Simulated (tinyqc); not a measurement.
What moves the tail: Franz-Keldysh effect at a direct gap.

Parabolic bands, vertical transitions, no excitons. For each hole band j: mr = me mj/(me + mj); joint density of states J_j(E) = (mr/c)^(3/2) sqrt(E - Eg)/(2 pi^2), both spins, c = hbar^2/2m0; averaged matrix element |e.p|^2 = m0 Ep/6; alpha_j(E) = 4 pi^2 alpha_f c Ep J_j/(3 nr E) in 1/angstrom (alpha_f the fine-structure constant, listed as alpha among the constants), times 1e8 for 1/cm.

In a field Fd (1 kV/cm = 1e-5 V/angstrom) the electro-optic energy of band j is th = (c (e Fd)^2/mr)^(1/3), and sqrt(E - Eg) in J_j is replaced by pi sqrt(th) [Ai'(b)^2 - b Ai(b)^2] with b = (Eg - E)/th; Ai is the Airy function.

Constants: hbar^2/2m0 = 3.80998211 eV angstrom^2; fine-structure constant alpha = 0.007297352564.

Inputs chosen for the exercise (near those of InP; not measured data): Eg = 1.375 eV (direct gap); me = 0.0785 m0 (electron mass); mhh = 0.585 m0 (heavy-hole mass); mlh = 0.0917 m0 (light-hole mass); Ep = 20.5 eV (Kane energy); nr = 3.36 (refractive index); Fd = 140 kV/cm (uniform field); det = 25 meV (detuning below the gap).

At E = Eg - det.

Results for these values:
```
case  th heavy (meV)  alpha (1/cm)
base          47.606         510.8
```

What happens to each result for Ep = 22.6 eV, all else kept?

Answer: th heavy does not change at the printed digits; alpha rises from 510.8 to 563.2.

The same for each parameter in turn:
```
case             th heavy (meV)  alpha (1/cm)
base                     47.606         510.8
Fd = 182 kV/cm           56.706         665.6
det = 35 meV             47.606         324.8
me = 0.0903 m0           45.703         563.4
mlh = 0.1192 m0          47.606         534.0
Ep = 22.6 eV             47.606         563.2
nr = 3.53                47.606         486.2
```

(tinyqc, `OMP_NUM_THREADS=1 python tinyqc.py 1650687 1650688 out.jsonl`, Intel(R) Xeon(R) Processor @ 2.30GHz, 1 thread, shared host, about 0.01 s.)
